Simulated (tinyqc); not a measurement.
From results back to parameters: free-carrier optics of a doped semiconductor (Drude model with one polar phonon). Three cases, with inputs chosen for the exercise.

Problem. The upper coupled mode solves E^4 - (wL^2 + Ep^2) E^2 + Ep^2 wT^2 = 0 with wL = wT sqrt(es/ei); N is hidden.

eps(E) = ei [1 - Ep^2/(E^2 + i E Gam)] + (es - ei) wT^2/(wT^2 - E^2 - i E gT), with Ep^2 = 8 pi c (e^2/(4 pi eps0)) N/(m ei), c = hbar^2/2m0, N in 1/angstrom^3 (1e-24 per 1/cm^3); Gam = hbar/tau, tau = mu m m0/e with m0/e = 5.685630e-12 kg/C and mu in m^2/(V s). Energies in meV.

Constants: hbar^2/2m0 = 3.80998211 eV angstrom^2; e^2/(4 pi eps0) = 14.39964547 eV angstrom.

Find: Ep; N; L-.

Method. Ep^2 = L+^2 (L+^2 - wL^2)/(L+^2 - wT^2); the product of the roots gives L- = Ep wT/L+.

Case 1.

Values chosen (mass and dielectric values near those of InP; N and mu are free inputs; interband absorption and the rise of the mass with filling are left out; shifted at random, so the results belong to these values and not to a real crystal): m = 0.0838 m0 (conductivity mass); ei = 9.86 (high-frequency dielectric constant); wT = 38.4 meV (TO phonon); es = 13.04 (static dielectric constant).

L+ = 55.5102 meV

Solution.

Ep = 46.58 meV
N = 1.30e+18 1/cm^3
L- = 32.22 meV

Case 2.

Values chosen (mass and dielectric values near those of InSb; N and mu are free inputs; interband absorption and the rise of the mass with filling are left out; shifted at random, so the results belong to these values and not to a real crystal): m = 0.0143 m0 (conductivity mass); ei = 15.47 (high-frequency dielectric constant); wT = 22.6 meV (TO phonon); es = 16.44 (static dielectric constant).

L+ = 36.0464 meV

Solution.

Ep = 35.31 meV
N = 2.00e+17 1/cm^3
L- = 22.14 meV

Case 3.

Values chosen (mass and dielectric values near those of GaSb; N and mu are free inputs; interband absorption and the rise of the mass with filling are left out; shifted at random, so the results belong to these values and not to a real crystal): m = 0.04 m0 (conductivity mass); ei = 13.98 (high-frequency dielectric constant); wT = 28.1 meV (TO phonon); es = 15.5 (static dielectric constant).

L+ = 31.1946 meV

Solution.

Ep = 22.76 meV
N = 2.10e+17 1/cm^3
L- = 20.50 meV

Computed by tinyqc, one run a case: `OMP_NUM_THREADS=1 python tinyqc.py N N+1 out.jsonl` with N = 1680706, 1680748, 1680756; one thread of a shared Intel(R) Xeon(R) Processor @ 2.30GHz, about 0.01 s a run at most.
